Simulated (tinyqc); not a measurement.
# From one set of inputs to another, one input at a time

Model: velocity overshoot from momentum and energy balance equations after a field step. Computed by tinyqc, a small Python program. Command: `OMP_NUM_THREADS=1 python tinyqc.py 3009176 3009177 out.jsonl overshoot ladder`. One thread of a shared host (Intel(R) Xeon(R) Processor @ 2.30GHz), about 0.03 s of CPU time with the checks.

At t = 0 the field jumps from 0 to F in a uniform sample. v is the drift velocity and u = w - (3/2) k_B T the excess energy per carrier.

The inputs printed are set A. Set A is modelled on electrons in GaN except for tau_E; the values taken over come from a set modelled on electrons in silicon except for tau_E. Inputs not listed in the table keep their values of set A, so the rows need not describe a real material.

Inputs (values chosen for the exercise, modelled on electrons in GaN except for tau_E):
```
quantity,value,unit
effective mass m,0.21,m_0
low-field mobility mu_0,1100,cm^2/(V s)
saturation velocity v_s,1.9,1e7 cm/s
energy relaxation time tau_E,0.39,ps
field after the step F,14,kV/cm
lattice temperature T,300,K
time step dt,4.3,fs
```

Scheme: explicit Euler.

Constants: m_0 = 9.1093837015e-31 kg; e = 1.602176634e-19 C; k_B = 8.617333262e-05 eV/K.

Method:
- dv/dt = e F/m - v/tau_m(u), du/dt = e F v - u/tau_E, tau_m(u) = tau_0/(1 + c u), tau_0 = m mu_0/e, c = mu_0/(e tau_E v_s^2); this choice gives the steady state v (1 + mu_0 F v/v_s^2) = mu_0 F, which saturates at v_s. Steady velocity v = 2 mu_0 F/(1 + sqrt(1 + 4 (mu_0 F/v_s)^2)); u = e F v tau_E; carrier temperature T + 2u/(3 k_B), neglecting the drift energy m v^2/2.
- Step: v_new = v + dt (e F/m - v/tau_m(u)), u_new = u + dt (e F v - u/tau_E). Start v = u = 0; the distance adds dt (v + v_new)/2.
- Run to 8 times the larger of tau_E and tau_0, but at most 20001 steps, and stop early if |v| > 1000 v_s or u < -1/(2c); the run is accepted if the last v is within 0.5 % of the steady value.

Each row keeps all changes above it:
```
input moved,from,to,peak over steady velocity,steady velocity (1e7 cm/s),steady carrier temperature (K)
set A,-,-,1.175,1.060,747.9
saturation velocity v_s (1e7 cm/s),1.9,0.98,1.432,0.717,602.7
low-field mobility mu_0 (cm^2/(V s)),1100,1500,1.514,0.778,628.5
effective mass m (m_0),0.21,0.26,1.454,0.778,628.5
energy relaxation time tau_E (ps),0.39,0.31,1.394,0.778,561.1
field after the step F (kV/cm),14,5.2,1.090,0.542,367.6
```

Peak over steady velocity goes from 1.17 to 1.09, a factor 0.928 in all. The largest single move comes from field after the step F (a factor 0.782), and saturation velocity v_s works against it (a factor 1.22). Steady velocity goes from 1.06 to 0.542, a factor 0.511 in all. The largest single move comes from saturation velocity v_s (a factor 0.676), and low-field mobility mu_0 works against it (a factor 1.09). Steady carrier temperature goes from 748 to 368, a factor 0.491 in all. The largest single move comes from field after the step F (a factor 0.655). The single moves hold for this order of the switches; the total does not depend on the order.

Extremes, crossings and ranges named in words are read from the listed rows.
